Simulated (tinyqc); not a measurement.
Switching field against angle and time: single-domain magnet: Stoner-Wohlfarth switching, Neel-Arrhenius retention, LLG dynamics and spin torque. Computed by tinyqc, a small Python program. Command: `OMP_NUM_THREADS=1 python tinyqc.py 3019347 3019348 out.jsonl macro walk`. One thread of a shared host (Intel(R) Xeon(R) Processor @ 2.30GHz), about 0.01 s of CPU time with the checks.

The moment is uniform, with unit vector m; z is the easy axis. mu_0 = 1.25663706212e-6 T m/A, gamma = 1.76085963023e11 rad/(s T).

Inputs (values chosen for the exercise, for a model magnet): saturation magnetisation M_s = 1220 kA/m; diameter d = 16 nm; thickness t = 1.2 nm; interface anisotropy K_i = 1.61 mJ/m^2; bulk anisotropy K_u = 52 kJ/m^3; exchange stiffness A = 9.8 pJ/m; temperature T = 358 K; attempt frequency f0 = 2 GHz; waiting time t_w = 0.001 s.

Shape: thin disc, easy axis normal to it.

Constants: k_B = 1.380649e-23 J/K.

Method:
- The disc is treated as an oblate spheroid with p = t/d: N_z = [1 - p arccos(p)/sqrt(1 - p^2)]/(1 - p^2); V = pi d^2 t/4; K_eff = K_u + K_i/t + K_shape, K_shape = -(mu_0 M_s^2/4)(3 N_z - 1); mu_0 H_K = 2 K_eff/M_s.
- Delta = K_eff V/(k_B T); tau = exp(Delta)/f0; probability of a flip within t_w: P = 1 - exp(-t_w/tau). Wall width parameter sqrt(A/K_eff); a two-domain state costs 4 sqrt(A K_eff) times the cross-section that the wall cuts (d t).
- Energy over K_eff V: e(theta) = sin^2(theta) + 2 h cos(theta - psi) for m at the angle theta from +z and a field that points at psi from -z (it pulls m away from +z towards negative theta); h_sw = (cos^(2/3) psi + sin^(2/3) psi)^(-3/2).
- Switching field at T: the h at which the exact barrier equals ln(f0 t_w/ln 2) k_B T (0 if the zero-field barrier is lower). Sharrock form: h_sw [1 - (ln(f0 t_w/ln 2)/Delta)^(1/n)], n = 0.86 + 1.14 h_sw.

stability factor Delta = 29.7396

Fields over H_K:
```
psi (degrees)  h_sw at T = 0  thermal, exact barrier  thermal, Sharrock form
1                    0.90707                 0.28610                 0.27787
10                   0.67381                 0.24243                 0.23352
20                   0.57365                 0.21479                 0.21064
30                   0.52402                 0.19950                 0.19826
45                   0.50000                 0.19177                 0.19199
60                   0.52402                 0.19950                 0.19826
75                   0.61466                 0.22666                 0.22033
89                   0.90707                 0.28610                 0.27787
```

At T = 0 the field is least at 45 degrees, H_K/2, and symmetric about it. Thermal help lowers it to 32 % at 1 degree and 38 % at 45 degrees; the Sharrock form misses the exact barrier by at most about 0.009 H_K, at psi = 10 (and its mirror angle). Caution: a flat cylinder has a smaller N_z than the spheroid of the same t/d, so K_eff of a real disc is larger.

Extremes, crossings and ranges named in words are read from the listed rows.
